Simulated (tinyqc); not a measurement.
Inside a calculation. Model: signal and retention of a DRAM cell.

Computed by the program tinyqc: `OMP_NUM_THREADS=1 python tinyqc.py 2130036 2130037 out.jsonl`, one thread of a shared Intel Xeon 2.30GHz, about 0.01 s for the whole run. Printed values are rounded.

A stored one starts at Vd and leaks: Cs dV/dt = -I(V), I = a sqrt((V + Vb)/(Vd + Vb)) + b, with a = Ig exp[-(Eg1 q/kB)(1/T - 1/T0)] (generation in a depletion layer) and b = Is exp[-(Es q/kB)(1/T - 1/T0)]. The bit line is precharged to Vd/2, and charge sharing gives the signal (V - Vd/2) Cs/(Cs + Cb).

Values chosen for this exercise:
```
symbol   value  unit                                                  meaning
Vd         1.5     V                                            array voltage
Cs          27    fF                                         cell capacitance
Cb          47    fF                                     bit-line capacitance
dm          46    mV        smallest signal that the sense amplifier resolves
Vb        1.31     V  built-in plus back-bias voltage of the storage junction
Ig         2.6    fA                        junction leakage at V = Vd and T0
Is        0.49    fA                        voltage-independent leakage at T0
Es        0.42    eV                                  activation energy of Is
T0         358     K                                    reference temperature
T          378     K                                              temperature
sg        0.53                 deviation of ln(retention time) over the cells
Nc      8.59e9                                                          cells
tr          32    ms                                         refresh interval
Eg1       0.54    eV                                  activation energy of Ig
```

Constants: q = 1.602176634e-19 C, kB = 1.380649e-23 J/K. Results are converted to the units shown.

Range of the model: Real arrays also hold a tail of unusually leaky cells and cells whose retention varies in time, which this model lacks.

## Signal and margin

The cell fails below Vc = Vd/2 + dm (Cs + Cb)/Cs.

transfer ratio = 0.364865
signal of a fresh one = 273.649 mV
Vc = 0.876074 V
charge that may be lost = 16.8460 fC
the same in electrons = 1.05144e5

## Retention time

With s = sqrt((Vc + Vb)/(Vd + Vb)), the time from Vd to Vc is t = [2 Cs (Vd + Vb)/a] [1 - s - (b/a) ln((a + b)/(a s + b))].

a = 6.56433 fA
b = 1.00700 fA
retention time = 2.34453 s
estimate with the current held at a + b = 2.22497 s

The constant-current estimate is 5.1 % below the true time, since the junction leaks less as V falls.

## Failing cells

This time is the median of a log-normal spread: failing cells = Nc erfc(z/sqrt 2)/2, z = ln(t/tr)/sg. One failure is expected at the interval where that count equals 1.

z = 8.10208
failing cells = 2.32046e-6
interval for one failure = 81.5096 ms

The weakest cell of the array lies about 6.34 deviations out, a factor of 28.8 below the median; the chosen interval is shorter than that time.
